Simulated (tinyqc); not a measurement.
# Ellipsometry and reflectance of a transparent film on an absorbing substrate, step by step

Numbers from tinyqc (`OMP_NUM_THREADS=1 python tinyqc.py 2870147 2870148 out.jsonl`; about 0.01 s on one thread of a shared Intel Xeon 2.30GHz). Printed values are rounded.

Air (index 1), film, substrate with N2 = n2 - i k2; time factor exp(+i w t). q_j = sqrt(N_j^2 - sin^2 th), root with positive real part. Fresnel coefficients r_s = (q_a - q_b)/(q_a + q_b), r_p = (N_b^2 q_a - N_a^2 q_b)/(N_b^2 q_a + N_a^2 q_b). tan(Psi) exp(i Delta) = R_p/R_s, Delta taken from 0 to 360 degrees.

Inputs (values chosen for the exercise); indices close to those of silicon nitride on silicon: wavelength lam = 546.1 nm; angle of incidence th = 70 degrees; index of the transparent film n1 = 2.018; film thickness d = 71 nm; index of the substrate n2 = 4.086; extinction coefficient of the substrate k2 = 0.031.

## Interface coefficients and thickness period

q0, q1, q2 and the coefficients r01 and r12 for p and s; the results repeat in d with the period lam/(2 q1).

q0 = 0.342020
q1 = 1.78586
q2 = 3.97648-0.03185i
r01,p = -0.123650
r01,s = -0.678535
r12,p = 0.296089-0.003268i
r12,s = -0.380181+0.003426i
period = 152.895 nm

## Psi, Delta and reflectances

beta = 2 pi d q1/lam, X = exp(-2 i beta), R = (r01 + r12 X)/(1 + r01 r12 X) for p and s.

beta = 1.45886 rad
X = -0.975045-0.222006i
R_p = -0.399233-0.057405i
R_s = -0.416279+0.077765i
Psi = 43.6045 degrees
Delta = 18.7639 degrees
|R_p|^2 = 0.162682
|R_s|^2 = 0.179335

The bare substrate gives Psi = 12.01 and Delta = 178.97 degrees.
